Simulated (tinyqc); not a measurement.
Two-diode model of a solar cell: two steps of the calculation.

J is the current delivered and Vj = V + J Rs the junction voltage. J = X JL - J01 (exp(Vj/(n1 Vt)) - 1) - J02 (exp(Vj/(2 Vt)) - 1) - Vj/Rp. The photocurrent does not depend on voltage.

Parameters, values chosen for the exercise; values of the order met in cells of a lead-halide perovskite: temperature T = 300 K; photocurrent at one sun JL = 24.9 mA/cm^2; concentration X = 50 suns; saturation current of the first diode J01 = 2.2e-20 A/cm^2; ideality factor of the first diode n1 = 1; series resistance Rs = 0 ohm cm^2; shunt resistance Rp = 2000 ohm cm^2; incident power at one sun Pin = 100 mW/cm^2; saturation current of the second diode (ideality 2) J02 = 1.8e-10 A/cm^2.

Constants: q = 1.602176634e-19 C, kB = 1.380649e-23 J/K, Vt = kB T/q. Results are converted to the units shown.

Problem 1. New Vj. Open circuit: J(Vj) = 0. G = -dJ/dVj = J01 exp(Vj/(n1 Vt))/(n1 Vt) + J02 exp(Vj/(2 Vt))/(2 Vt) + 1/Rp. Vj(new) = Vj + J/G.

Vj at the start = 1.1758105 V

Give: J; G; Vj after iteration 1.

Solution 1.

J = -1355 mA/cm^2
G = 74.35 S/cm^2
Vj after iteration 1 = 1.158 V

Problem 2. Figures of merit. Jsc at V = 0, Voc at J = 0, the maximum power point where J (1 + 2 Rs G) = G Vj with G = -dJ/dVj; FF = Vmp Jmp/(Voc Jsc); efficiency Vmp Jmp/(X Pin). Empirical fill factor without parasitics FF0 = (v - ln(v + 0.72))/(v + 1), v = Voc/(n1 Vt).

Give: Jsc; Voc; Vmp; Jmp; FF; efficiency; FF0.

Solution 2.

Jsc = 1245.0 mA/cm^2
Voc = 1.1489 V
Vmp = 1.0114 V
Jmp = 1186.0 mA/cm^2
FF = 0.83861
efficiency = 23.991 %
FF0 = 0.89414

FF is 6.2 % below FF0. Removing one loss at a time changes the efficiency by: second diode +2.23, shunt +0.01 points.

tinyqc, about 0.01 s, one thread, Intel Xeon 2.30GHz (shared host): `OMP_NUM_THREADS=1 python tinyqc.py 2280016 2280017 out.jsonl`
